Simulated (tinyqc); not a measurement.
What each parameter does: shallow acceptor in the spherical four-band model.

Units Ry* = Ry/(g1 eps^2) and a* = a0 eps g1; mu = (6 g3 + 4 g2)/(5 g1) is the spherical heavy-light coupling and delta = (g3 - g2)/g1 the cubic term, which is left out.

The ground state 1S3/2 has an L = 0 part f(r) and an L = 2 part g(r). In units of Ry* and a*, with Gaussians f_i = exp(-a_i r^2), g_i = r^2 exp(-a_i r^2), A = a_i + a_j and I(n) = Gamma((n + 1)/2)/(2 A^((n + 1)/2)): S_ff = I(2), S_gg = I(6), H_ff = (6 a_i a_j/A) I(2) - 2 I(1), H_gg = (14 a_i a_j/A) I(6) - 2 I(5), H_fg = -mu [15 I(2) - 20 a_j I(4) + 4 a_j^2 I(6)]; each function is then normalised. The split-off band is left out.

Converged values use 22 exponents 2.2^i, i = -7 to 14, for f and for g.
Constants: Ry = 13.60569312 eV; a0 (Bohr radius) = 0.5291772105 angstrom.

Parameters, chosen for this exercise (near those of a shallow acceptor in Ge; the results hold for these values, not for the real material):

| symbol | value | unit | meaning |
|---|---|---|---|
| g1 | 13.43 |  | Luttinger gamma1 |
| g2 | 4.25 |  | gamma2 |
| g3 | 5.77 |  | gamma3 |
| eps | 16.5 |  | dielectric constant |

Converged values.

One parameter was then changed.

Results before and after:

| case | mu | Ry* (meV) | binding (meV) | <r> (angstrom) |
|---|---|---|---|---|
| base | 0.769 | 3.72 | 8.51 | 84.8 |
| changed | 0.769 | 3.16 | 7.23 | 92.0 |

Which of these changes was made? (a) g3 = 5.31; (b) eps = 17.9; (c) g2 = 3.61; (d) g1 = 14.5.
Answer: (b) eps = 17.9. Of the candidates, run in turn, only this one gives the changed row.

All candidates:

| case | mu | Ry* (meV) | binding (meV) | <r> (angstrom) |
|---|---|---|---|---|
| base | 0.769 | 3.72 | 8.51 | 84.8 |
| g1 = 14.5 | 0.712 | 3.45 | 6.61 | 107.5 |
| g2 = 3.61 | 0.731 | 3.72 | 7.52 | 94.9 |
| g3 = 5.31 | 0.728 | 3.72 | 7.45 | 95.7 |
| eps = 17.9 | 0.769 | 3.16 | 7.23 | 92.0 |

g1 acts twice: it lowers Ry* and it lowers mu.

Program tinyqc; command `OMP_NUM_THREADS=1 python tinyqc.py 1252282 1252283 out.jsonl`; about 0.03 s on one thread of a shared Intel(R) Xeon(R) Processor @ 2.30GHz.
